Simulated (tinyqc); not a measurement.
# Biaxially strained (001) channel, valley splitting in an inversion layer: effect of the temperature

A thin layer grown on a relaxed buffer is stretched in the plane. The two valleys with their long axis along the growth direction (D2) sink against the four in-plane ones (D4); confinement in a triangular well splits them too. Only the lowest subband of each set is kept; one relaxation time, so the weakening of intervalley scattering is left out.

e_par = b1 x, e_perp = -2 (c12/c11) e_par, splitting D = Xu (e_par - e_perp), in-plane stress (c11 + c12 - 2 c12^2/c11) e_par. Levels E(m) = 2.33811 (hbar^2 q^2 F^2/(2 m))^(1/3): E2 = E(ml), E4 = E(mt) + D; N2 = 2 mt kB T/(pi hbar^2), N4 = 4 sqrt(mt ml) kB T/(pi hbar^2). EF solves Ns = N2 ln(1 + exp((EF - E2)/Vt)) + N4 ln(1 + exp((EF - E4)/Vt)); f2 is the share in D2, and 1/mc = f2/mt + (1 - f2)(1/mt + 1/ml)/2. The gain is mc(x = 0)/mc.

Parameters, values chosen for the exercise; values close to those of silicon on relaxed silicon-germanium:
- x = 0.33 (germanium share of the relaxed buffer)
- b1 = 0.0418 (lattice mismatch per unit x)
- c11 = 162 GPa (elastic constant)
- c12 = 65.2 GPa (elastic constant)
- Xu = 9.25 eV (shear deformation potential)
- ml = 0.889 m0 (longitudinal mass)
- mt = 0.195 m0 (transverse mass)
- F = 0.95 MV/cm (confining field)
- Ns = 1.6e12 cm^-2 (inversion density)

Constants: q = 1.602176634e-19 C, kB = 1.380649e-23 J/K, hbar = 1.054571817e-34 J s, m0 = 9.1093837015e-31 kg, Vt = kB T/q, hbar^2/(2 m0) = 0.0380998212 eV nm^2. Results are converted to the units shown.

The same in every row: D (meV) = 230.3.

Results:

| T (K) | f2 without strain | f2 | mc (m0) | gain |
|---|---|---|---|---|
| 150 | 0.9989 | 1.000 | 0.1950 | 1.000 |
| 195 | 0.9927 | 1.000 | 0.1950 | 1.003 |
| 240 | 0.9766 | 1.000 | 0.1950 | 1.009 |
| 285 | 0.9488 | 1.000 | 0.1950 | 1.020 |
| 375 | 0.8685 | 0.9999 | 0.1950 | 1.054 |
| 420 | 0.8232 | 0.9996 | 0.1950 | 1.074 |
| 465 | 0.7783 | 0.9991 | 0.1951 | 1.094 |

Estimate the missing row, T = 330 K.

Computed row:

| T (K) | f2 without strain | f2 | mc (m0) | gain |
|---|---|---|---|---|
| 330 | 0.9116 | 1.000 | 0.1950 | 1.036 |

With this row back in the table: As T goes from 150 to 465 K, f2 stays near 1.00 (without strain: it falls from 0.999 to 0.778) and the gain rises from 1.00 to 1.09.

Computed by the program tinyqc: `OMP_NUM_THREADS=1 python tinyqc.py 2530171 2530172 out.jsonl`, one thread of a shared Intel Xeon 2.30GHz, about 0.02 s for the whole run.
